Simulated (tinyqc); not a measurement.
From one set of inputs to another, one input at a time: implant damage, amorphisation by cascade overlap, and solid-phase epitaxial regrowth. Computed by tinyqc, a small Python program. Command: `OMP_NUM_THREADS=1 python tinyqc.py 3110399 3110400 out.jsonl sper ladder`. One thread of a shared host (Intel(R) Xeon(R) Processor @ 2.30GHz), about 0.01 s of CPU time with the checks.

Range and width of the damage are inputs. Dynamic annealing enters only through the surviving share f.

The inputs printed are set A. Set A is modelled on arsenic ions in silicon; the values taken over come from a set modelled on silicon ions in silicon. Inputs not listed in the table keep their values of set A, so the rows need not describe a real material.

Inputs (values chosen for the exercise, modelled on arsenic ions in silicon):

| quantity | value | unit |
|---|---|---|
| atomic density N | 49.9 | 1/nm^3 |
| ion Z1 | 33 | - |
| ion mass M1 | 74.9 | u |
| target Z2 | 14 | - |
| target mass M2 | 28.09 | u |
| ion energy E | 94 | keV |
| displacement energy E_d | 15 | eV |
| depth of the damage peak R_d | 68 | nm |
| width of the damage profile s_d | 39 | nm |
| share of defects that survive f | 0.49 | - |
| critical displaced share x_c | 0.12 | - |
| dose Q | 1.2e+14 | 1/cm^2 |
| regrowth prefactor v0 | 6.1e+15 | nm/s |
| regrowth energy E_a | 2.7 | eV |
| anneal temperature | 624 | C |
| rate relative to (100) | 1 | - |
| peak enhancement by the dopant | 2.9 | - |

Constants: a_0 = 0.529177210903 angstrom; e^2/(4 pi eps_0) = 14.39964548 eV angstrom; k_B = 8.617333262e-05 eV/K.

Method:
- Robinson partition: eps = E a M2/(Z1 Z2 (e^2/(4 pi eps_0)) (M1 + M2)), a = 0.8853 a_0/sqrt(Z1^(2/3) + Z2^(2/3)); k = 0.0793 Z1^(2/3) Z2^(1/2) (M1 + M2)^(3/2)/((Z1^(2/3) + Z2^(2/3))^(3/4) M1^(3/2) M2^(1/2)); damage energy T_d = E/(1 + k (eps + 0.40244 eps^(3/4) + 3.4008 eps^(1/6))); displacements nu = 0.8 T_d/(2 E_d).
- Displaced share x(z) = f nu Q exp(-(z - R_d)^2/(2 s_d^2))/(sqrt(2 pi) s_d N); the layer is amorphous where x > x_c, between R_d -/+ s_d sqrt(2 ln(x_max/x_c)), the upper edge being cut at the surface. Threshold dose Q_c = Q x_c/x_max.
- Displaced atoms per area beyond the lower edge z2: f nu Q (1/2) erfc((z2 - R_d)/(sqrt2 s_d)); they are not removed by regrowth.
- v = v0 x orientation factor x exp(-E_a/(k_B T)) x [1 + (enhancement - 1) exp(-(z - R_d)^2/(2 s_d^2))], T = anneal temperature + 273.15 K; the dopant is taken to follow the damage profile; the lower front moves from the lower edge z2 to the surface, or to the middle (z1 + z2)/2 of a buried layer with upper edge z1; time = int dz/v; the equivalent undoped distance is that time times the undoped velocity.

Each row keeps all changes above it:

| input moved | from | to | threshold dose Q_c (1/cm^2) | displaced atoms beyond z2 (1/cm^2) | time with enhancement (s) |
|---|---|---|---|---|---|
| set A | - | - | 6.775e+13 | 1.477e+16 | 3.917 |
| dose Q (1/cm^2) | 1.2e+14 | 2.3e+14 | 6.775e+13 | 1.172e+16 | 6.509 |
| peak enhancement by the dopant | 2.9 | 4.9 | 6.775e+13 | 1.172e+16 | 4.169 |
| width of the damage profile s_d (nm) | 39 | 7 | 1.216e+13 | 1.522e+15 | 1.693 |
| depth of the damage peak R_d (nm) | 68 | 10 | 1.216e+13 | 1.522e+15 | 2.341 |
| regrowth energy E_a (eV) and regrowth prefactor v0 (nm/s) | 2.7, 6.1e+15 | 2.69, 6.2e+15 | 1.216e+13 | 1.522e+15 | 2.024 |
| critical displaced share x_c | 0.12 | 0.2 | 2.027e+13 | 2.734e+15 | 1.770 |
| ion energy E (keV) | 94 | 12 | 1.403e+14 | 4.594e+15 | 0.338 |

Which inputs carry the difference?

Threshold dose Q_c goes from 6.78e13 to 1.40e14, a factor 2.07 in all. The largest single move comes from ion energy E (a factor 6.92), and width of the damage profile s_d works against it (a factor 0.179). Displaced atoms beyond z2 goes from 1.48e16 to 4.59e15, a factor 0.311 in all. The largest single move comes from width of the damage profile s_d (a factor 0.130), and critical displaced share x_c works against it (a factor 1.80). Time with enhancement goes from 3.92 to 0.338, a factor 0.0863 in all. The largest single move comes from ion energy E (a factor 0.191), and dose Q works against it (a factor 1.66). The single moves hold for this order of the switches; the total does not depend on the order.

Extremes, crossings and ranges named in words are read from the listed rows.
